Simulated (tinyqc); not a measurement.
# Dose and depth of a threshold implant

Inverse problem. A sheet of D acceptors per cm^2 lies at depth xi inside the depleted layer of a body doped Na. In the depletion approximation VT = Vfb + f2 + q D/Cox + gamma sqrt(f2 + Vsb - q D xi/(eps0 eps_r)), gamma = sqrt(2 eps0 eps_r q Na)/Cox, Cox = eps0 eox/tox. Find gamma, D and xi.

Parameters, values chosen for the exercise; band and dielectric values close to those of 4H silicon carbide: relative permittivity eps_r = 9.75; acceptor density deep in the body Na = 3.5e16 cm^-3; relative permittivity of the gate insulator (close to aluminium oxide) eox = 8.82; insulator thickness tox = 16 nm; flat-band voltage Vfb = -0.97 V; band bending 2 phiF at threshold f2 = 2.969 V.

Constants: q = 1.602176634e-19 C, eps0 = 8.8541878128e-14 F/cm where lengths are in cm. Results are converted to the units shown.

VT against the source at Vsb = 0 and 1.8 V (V): 2.4464057  2.5521246

Answer. With y^2 = f2 - q D xi/(eps0 eps_r) and d the difference of the thresholds over gamma, sqrt(y^2 + Vsb) - y = d gives y = (Vsb - d^2)/(2 d). The first threshold then gives D, and y^2 gives xi.

gamma = 0.2016 V^0.5
D = 4.700e11 cm^-2
xi = 98.00 nm

Program tinyqc, `OMP_NUM_THREADS=1 python tinyqc.py 2080038 2080039 out.jsonl`; Intel Xeon 2.30GHz, shared host, one thread, about 0.6 s.
